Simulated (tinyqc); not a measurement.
Reaction control against transport control: chemical vapour deposition: Grove model, boundary layer, depletion and step coverage. Computed by tinyqc, a small Python program. Command: `OMP_NUM_THREADS=1 python tinyqc.py 3012426 3012427 out.jsonl cvd walk`. One thread of a shared host (Intel(R) Xeon(R) Processor @ 2.30GHz), about 0.01 s of CPU time with the checks.

A precursor diffuses to the surface and reacts there at first order; each molecule that reacts adds one formula unit of film.

Inputs (values chosen for the exercise, close to those used for epitaxial silicon from a chlorosilane):
```
quantity,value,unit
prefactor k0 of k_s,7.1e+06,cm/s
activation energy E,1.88,eV
temperature T,1040,C
total pressure p,41,torr
mole fraction of the precursor Y,0.0072,-
gas diffusivity D0 at 273.15 K and 760 torr,0.29,cm^2/s
film density N,5e+22,formula units/cm^3
gas velocity U,75,cm/s
kinematic viscosity nu0 at 273.15 K and 760 torr,0.56,cm^2/s
susceptor length L,46,cm
channel height b,4.6,cm
```

Reactor: horizontal, reduced pressure.

Constants: k_B = 8.617333262e-05 eV/K; k_B = 1.380649e-23 J/K.

Method:
- k_s = k0 exp(-E/(k_B T)); C_g = Y p/(k_B T), 1 torr = 133.322 Pa; D = D0 (T/273.15)^1.75 (760/p).
- nu = nu0 (T/273.15)^1.75 (760/p); Re = U L/nu; mean boundary layer delta = (2/3) L/sqrt(Re), at most b/2; h_g = D/delta.
- Fluxes in series: C_s = C_g/(1 + k_s/h_g); growth rate G = k_s h_g/(k_s + h_g) C_g/N; 1 cm/s = 6e8 nm/min.
- Temperatures in kelvin are T(C) + 273.15.

Rates:
```
T (C),k_s (cm/s),h_g (cm/s),G (nm/min),reaction limit (nm/min),transport limit (nm/min)
840,0.0219,27.319,0.671,0.672,839.5
890,0.0508,29.503,1.490,1.493,867.6
940,0.1099,31.758,3.090,3.100,895.5
990,0.2240,34.083,6.028,6.067,923.0
1040,0.4325,36.479,11.134,11.266,950.3
1090,0.7954,38.945,19.561,19.961,977.3
1140,1.4013,41.479,32.812,33.920,1004.0
1190,2.3749,44.081,52.685,55.524,1030.6
1240,3.8871,46.751,81.129,87.875,1056.9
```

What follows from these numbers?

The apparent activation energy of G is 1.78 eV between the first rows and 1.65 eV between the last, against E = 1.88 eV. k_s stays far below h_g, so the surface controls throughout. In the reaction limit the slope is E - k_B T, because C_g falls as 1/T; any further lowering comes from transport.
